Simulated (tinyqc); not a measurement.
Inside a calculation. Method: geometry optimisation on the RHF/sto-3g surface (energies and gradients from PySCF), for BeH2, spin multiplicity 1. One step of it, computed by the program tinyqc.

Problem. Step 2: move. Quasi-Newton step p = -H^(-1) g (the inverse Hessian comes from BFGS updates; coordinates in the order x, y, z of each atom); steps longer than 0.5 bohr are cut back.

positions after step 1 (bohr), order 1Be, 2H, 3H:
$$\begin{pmatrix}
0.041560 & -0.029247 & 0.074663 \\
0.092158 & 2.494697 & -0.029390 \\
-0.016555 & -2.533480 & 0.026537
\end{pmatrix}$$

gradient (hartree/bohr), order 1Be, 2H, 3H:
$$\begin{pmatrix}
0.00011655 & -0.00435697 & 0.00408068 \\
0.00030355 & 0.01905356 & -0.00228597 \\
-0.00042010 & -0.01469659 & -0.00179470
\end{pmatrix}$$

inverse Hessian in use (bohr^2/hartree):
```
           1          2          3          4          5          6          7          8
1   1.000012  -0.004335   0.002065   0.000189   0.011306  -0.001196  -0.000200  -0.006971
2  -0.004335   1.066108  -0.111021  -0.007400  -0.477462   0.061236   0.011735   0.411353
3   0.002065  -0.111021   1.086676   0.006750   0.419128  -0.048893  -0.008815  -0.308108
4   0.000189  -0.007400   0.006750   1.000505   0.031668  -0.003785  -0.000694  -0.024268
5   0.011306  -0.477462   0.419128   0.031668   2.980381  -0.235340  -0.042974  -1.502919
6  -0.001196   0.061236  -0.048893  -0.003785  -0.235340   1.027554   0.004981   0.174104
7  -0.000200   0.011735  -0.008815  -0.000694  -0.042974   0.004981   1.000894   0.031239
8  -0.006971   0.411353  -0.308108  -0.024268  -1.502919   0.174104   0.031239   2.091565
9  -0.000869   0.049785  -0.037783  -0.002965  -0.183788   0.021338   0.003835   0.134004

           9
1  -0.000869
2   0.049785
3  -0.037783
4  -0.002965
5  -0.183788
6   0.021338
7   0.003835
8   0.134004
9   1.016445
```

Give: positions after step 2.

Solution.

positions after step 2 (bohr), order 1Be, 2H, 3H:
$$\begin{pmatrix}
0.041 & -0.009 & 0.057 \\
0.091 & 2.411 & -0.019 \\
-0.015 & -2.470 & 0.034
\end{pmatrix}$$
